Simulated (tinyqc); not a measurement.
Inside a calculation. Model: capacitance of parallel on-chip lines from Laplace's equation on a mesh.

Program tinyqc, `OMP_NUM_THREADS=1 python tinyqc.py 2790183 2790184 out.jsonl`; Intel Xeon 2.30GHz, shared host, one thread, about 1 s. Printed values are rounded.

Cross-section of an endless row of equal lines between two grounded planes; neighbours are driven in antiphase (+1 V and -1 V), so the plane midway between two lines is at 0 V. By symmetry one quarter is solved: x runs from the centre of a line (column 0, mirror) to that midplane (column 4, 0 V), y from the mid-height of the line (row 0, mirror) to the ground plane (row 3, 0 V). The line fills columns 0 to 2 and rows 0 to 1 at 1 V. Cells beside the line (below row 1) have e2, cells above have e1. Each link between nodes has the conductance g = mean permittivity of the two cells beside it (a cell beyond a mirror counts as 0), and the free nodes obey sum g (V_neighbour - V) = 0.

Values chosen for this exercise:

| symbol | value | unit | meaning |
|---|---|---|---|
| e1 | 2.4 |  | relative permittivity above and below the lines |
| e2 | 1 |  | relative permittivity between the lines |
| om | 1.2 |  | over-relaxation factor |

Constants: eps0 = 8.8541878128e-12 F/m. Results are converted to the units shown.

## Link conductances

gx[j, i] joins node (row j, column i) to column i + 1, gy[j, i] to row j + 1.

gx:

|  | col 0 | col 1 | col 2 | col 3 |
|---|---|---|---|---|
| row 0 | 0.5 | 0.5 | 0.5 | 0.5 |
| row 1 | 1.7 | 1.7 | 1.7 | 1.7 |
| row 2 | 2.4 | 2.4 | 2.4 | 2.4 |
| row 3 | 1.2 | 1.2 | 1.2 | 1.2 |

gy:

|  | col 0 | col 1 | col 2 | col 3 | col 4 |
|---|---|---|---|---|---|
| row 0 | 0.5 | 1 | 1 | 1 | 0.5 |
| row 1 | 1.2 | 2.4 | 2.4 | 2.4 | 1.2 |
| row 2 | 1.2 | 2.4 | 2.4 | 2.4 | 1.2 |

## Iteration 1: relaxation sweep

V at the start (V):

|  | col 0 | col 1 | col 2 | col 3 | col 4 |
|---|---|---|---|---|---|
| row 0 | 1 | 1 | 1 | 0 | 0 |
| row 1 | 1 | 1 | 1 | 0 | 0 |
| row 2 | 0 | 0 | 0 | 0 | 0 |
| row 3 | 0 | 0 | 0 | 0 | 0 |

One sweep visits the free nodes row by row from row 0, left to right, and replaces V by V + om (weighted mean of the neighbours - V), using new values at once.

V after sweep 1 (V):

|  | col 0 | col 1 | col 2 | col 3 | col 4 |
|---|---|---|---|---|---|
| row 0 | 1.000000 | 1.000000 | 1.000000 | 0.300000 | 0.000000 |
| row 1 | 1.000000 | 1.000000 | 1.000000 | 0.352941 | 0.000000 |
| row 2 | 0.300000 | 0.390000 | 0.417000 | 0.230982 | 0.000000 |
| row 3 | 0.000000 | 0.000000 | 0.000000 | 0.000000 | 0.000000 |

## Iteration 2: relaxation sweep

As before.

V after sweep 2 (V):

|  | col 0 | col 1 | col 2 | col 3 | col 4 |
|---|---|---|---|---|---|
| row 0 | 1.000000 | 1.000000 | 1.000000 | 0.451765 | 0.000000 |
| row 1 | 1.000000 | 1.000000 | 1.000000 | 0.406963 | 0.000000 |
| row 2 | 0.474000 | 0.489300 | 0.432685 | 0.205698 | 0.000000 |
| row 3 | 0.000000 | 0.000000 | 0.000000 | 0.000000 | 0.000000 |

## Course of the relaxation

Stop when no node changes by 1e-7 V. C = 4 eps0 sum g (difference of V along the link)^2, in aF/um.

Course of the iteration:

| sweep | C (aF/um) | largest change (V) |
|---|---|---|
| 1 | 169.9829 | 0.417 |
| 2 | 162.5597 | 0.174 |
| 3 | 162.3599 | 0.0248 |
| 4 | 162.3349 | 0.0131 |
| 5 | 162.3342 | 2.45e-3 |
| 6 | 162.3342 | 5.59e-4 |
| 7 | 162.3342 | 3.91e-5 |
| 8 | 162.3342 | 1.96e-5 |
| 9 | 162.3342 | 2.12e-6 |
| 10 | 162.3342 | 1.65e-6 |
| 11 | 162.3342 | 1.48e-7 |
| 12 | 162.3342 | 3.94e-8 |

Converged in 12 sweeps. Over the last four sweeps the change shrinks by about 0.21 a sweep. C comes down from above, since the solution minimises the energy.

## Capacitance per length

converged V (V):

|  | col 0 | col 1 | col 2 | col 3 | col 4 |
|---|---|---|---|---|---|
| row 0 | 1.000000 | 1.000000 | 1.000000 | 0.443138 | 0.000000 |
| row 1 | 1.000000 | 1.000000 | 1.000000 | 0.386277 | 0.000000 |
| row 2 | 0.488518 | 0.477037 | 0.419628 | 0.201476 | 0.000000 |
| row 3 | 0.000000 | 0.000000 | 0.000000 | 0.000000 | 0.000000 |

C = 4 eps0 sum g (difference of V)^2 over all links (twice the energy of the four quarters, line at 1 V). Plate estimate without fringing: eps0 [2 e1 w/hd + 2 e2 t/(s/2)], w = 4 hx, t = 2 hx, s/2 = 2 hx, hd = 2 hx.

C = 162.3342 aF/um
plate estimate = 102.7086 aF/um

C depends on the shape only, not on the mesh step hx. Meshes 6, 12 and 24 times finer extrapolate (Aitken) to 147.2 aF/um; this mesh is 10 % above that, and the plate estimate is 30 % below it.
